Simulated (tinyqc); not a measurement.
Growth mode over temperature: epitaxial growth on a vicinal surface: Burton-Cabrera-Frank step flow, step-edge barrier and island nucleation. Computed by tinyqc, a small Python program. Command: `OMP_NUM_THREADS=1 python tinyqc.py 3009867 3009868 out.jsonl stepflow walk`. One thread of a shared host (Intel(R) Xeon(R) Processor @ 2.30GHz), about 0.01 s of CPU time with the checks.

Adatoms land at rate F, hop on a square grid (a simplification for hexagonal faces), desorb, or join steps. Lengths are in units of a and n is the adatom coverage. Steps ascend at x = 0 and descend at x = l.

Inputs (values chosen for the exercise, close to those used for Ge(001)):
```
quantity                                    value      unit
site spacing a                                  4  angstrom
step height h                                1.41  angstrom
diffusion barrier E_d                       0.618        eV
desorption energy E_a                        2.52        eV
adatom formation energy E_f                  1.06        eV
step-edge barrier E_s                           0        eV
attempt frequency nu                            1       THz
deposition rate F                            0.15  layers/s
miscut angle                                    1   degrees
temperature T                                 540         C
critical nucleus size i                         2         -
binding energy of the critical nucleus E_i   0.65        eV
```

Constants: k_B = 8.617333262e-05 eV/K.

Method:
- D = nu exp(-E_d/(k_B T)) (a^2/s, nu counted per direction); tau = exp(E_a/(k_B T))/nu; x_s = sqrt(D tau); n_eq = exp(-E_f/(k_B T)); terrace width l = h/(a tan(miscut)); Schwoebel length l_s = exp(E_s/(k_B T)) - 1.
- D n'' - n/tau + F = 0 with n(0) = n_eq and -l_s n'(l) = n(l) - n_eq. With u = n - F tau, A = n_eq - F tau, y = l/x_s, s = l_s/x_s: u = A cosh(x/x_s) + B sinh(x/x_s), B = A (1 - cosh y - s sinh y)/(sinh y + s cosh y). Flux into the ascending step J+ = D B/x_s, over the descending one J- = -(D/x_s)(A sinh y + B cosh y); step velocity J+ + J-; growth rate (J+ + J-)/l. For small y: J+ + J- = (F - n_eq/tau) l, J-/J+ = l/(l + 2 l_s).
- Island density on a flat surface without desorption: N = 0.25 (F/D)^(i/(i+2)) exp(E_i/((i+2) k_B T)) per site, with E_i = 0 for i = 1; spacing l_n = N^(-1/2). Step flow needs an effective width l_eff = 2 x(peak) below l_n.
- Temperatures in kelvin are T(C) + 273.15.
- x(peak) solves tanh(x/x_s) = -B/A. Rows where evaporation outweighs deposition are left out.

Scales:
```
T (C)     x_s (a)  l_s (a)  incorporated share  l_n (a)  l_eff/l_n
340    6.5574e+07        0              1.0000    37.09    0.54447
390    1.6880e+07        0              1.0000    51.92    0.38893
440    5.2559e+06        0              1.0000    69.34    0.29124
490    1.9069e+06        0              1.0000    89.15    0.22652
540    7.8370e+05        0              1.0000   111.14    0.18171
590    3.5704e+05        0              1.0000   135.05    0.14953
640    1.7729e+05        0              1.0000   160.65    0.12571
690    9.4668e+04        0              1.0000   187.68    0.10760
740    5.3780e+04        0              1.0000   215.92    0.09353
```

The ratio stays below 1: step flow in every row. Incorporation goes from 100.0 % to 100.0 %.

Extremes, crossings and ranges named in words are read from the listed rows.
